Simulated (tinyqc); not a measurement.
# Rectangular fin or nanosheet with a gate all round, subbands and threshold shift from confinement: what changes with what

Undoped body with a flat potential across it, hard walls, transport along x. Three valley pairs (g = 2 each) with the longitudinal mass along x, y or z. Non-parabolicity enters the subband edges through E (1 + al E) = gamma, so E = 2 gamma/(1 + sqrt(1 + 4 al gamma)); motion within a subband is taken as parabolic with the band-edge mass. Energies are counted from the bulk band edge.

Inputs (values chosen for the exercise); masses close to those of silicon:
- T = 300 K (temperature)
- ml = 0.901 m0 (longitudinal mass)
- mt = 0.189 m0 (transverse mass)
- al = 0 1/eV (non-parabolicity)
- t = 6.9 nm (width (along y))
- dl = 0 nm (widening of the box by penetration into the insulator)
- Cg = 3.6 uF/cm^2 (gate capacitance per area of interface)
- H = 6.9 nm (height (along z))

Constants: q = 1.602176634e-19 C, kB = 1.380649e-23 J/K, hbar = 1.054571817e-34 J s, m0 = 9.1093837015e-31 kg, Vt = kB T/q, hbar^2/(2 m0) = 0.0380998212 eV nm^2. Results are converted to the units shown.

Each table varies one quantity; the others keep the values above.

## Confinement against the height

gamma = C pi^2 [a^2/(my (t + dl)^2) + b^2/(mz (H + dl)^2)], C = hbar^2/(2 m0). Each subband has N_k = g sqrt(2 mx m0 kB T/(pi hbar^2)); without degeneracy n = exp(EF/Vt) sum N_k exp(-E_k/Vt). Classical value Nc times t H, Nc = sum over valleys of 2 g (m m0 kB T/(2 pi hbar^2))^1.5 with m = (mx my mz)^(1/3). Threshold shift dVT = Vt ln(classical value/sum N_k exp(-E_k/Vt)). With degeneracy n = sum N_k F((EF - E_k)/Vt), F(x) = (1/sqrt(pi)) int_0^infinity u^(-1/2) du/(1 + exp(u - x)); gate: Vg = EF + q n/(Cg P), P = 2 (t + H), summed over the 60 lowest subbands at most, with Vg counted from the value that would put EF at the bulk band edge of an empty body. The last two columns are for Vg = 0.5 V; sensitivity d(dVT)/dH by central differences between 0.99 and 1.01 times the value.

Confinement against the height:
```
H (nm),E_1 (meV),gap to the next edge (meV),dVT (mV),sensitivity (mV/nm),n/P (cm^-2),share of the lowest subband (%)
4.1,66.62,60.51,77.07,-14.60,8.141e12,39.73
5.7,54.63,15.37,57.15,-9.638,8.958e12,24.75
7.9,40.65,7.831,43.23,-3.908,9.373e12,19.04
11,25.21,20.03,35.66,-1.527,9.662e12,15.78
15,17.61,26.04,31.53,-0.6998,9.856e12,12.48
21,13.28,13.53,28.69,-0.3199,1.001e13,9.365
29,11.13,7.097,26.90,-0.1565,1.011e13,6.982
40,10.01,3.730,25.68,-0.07849,1.017e13,5.174
```

Read the table: what changes, and by how much?

As H grows from 4.1 to 40 nm, E_1 falls from 66.6 to 10.0 meV and dVT falls from 77.1 to 25.7 mV. E_1 goes as H^(-0.60) at the thin end; an error of 0.2 nm moves the threshold by 2.9 mV in the first row and 0.016 mV in the last. The charge per interface area rises from 8.14e12 to 1.02e13 cm^-2. In every row the charge in the last two columns would bend the potential across the body by some 30 mV or more, which is left out.

## Charge and subband filling against gate voltage

Same model as above.

Each subband has N_k = g sqrt(2 mx m0 kB T/(pi hbar^2)). Cq = q dn/dEF.

Charge and subband filling against gate voltage:
```
Vg (V),EF - E_1 (eV),n (cm^-1),n/P (cm^-2),share of the lowest subband (%),Cq/(Cg P),total C/(Cg P)
-0.1,-0.1512,4.082e4,1.479e10,28.48,0.02542,0.02479
0.02,-0.05569,1.559e6,5.647e11,27.82,0.9221,0.4797
0.15,-0.01226,6.927e6,2.510e12,25.63,3.473,0.7765
0.28,0.01113,1.354e7,4.905e12,23.23,5.686,0.8504
0.4,0.02723,1.998e7,7.240e12,21.25,7.190,0.8779
0.53,0.04202,2.713e7,9.829e12,19.43,8.351,0.8931
0.65,0.05433,3.381e7,1.225e13,18.01,9.127,0.9013
0.78,0.06675,4.110e7,1.489e13,16.70,9.792,0.9073
0.9,0.07759,4.787e7,1.734e13,15.65,10.35,0.9119
```

What does the table show?

EF passes E_1 = 0.0506 eV at Vg = 0.212 V. The share of the lowest subband falls from 28.5 to 15.7 % and the total capacitance rises from 0.0248 to 0.912 of Cg P. Between the last two rows 9.0 % of the added gate voltage goes into raising EF. For Vg = 0.15, 0.28, 0.4, 0.53, 0.65, 0.78, 0.9 the charge would bend the potential across the body by some 30 mV or more, which is left out.

Program tinyqc, `OMP_NUM_THREADS=1 python tinyqc.py 2350125 2350126 out.jsonl`; Intel Xeon 2.30GHz, shared host, one thread, about 0.2 s.
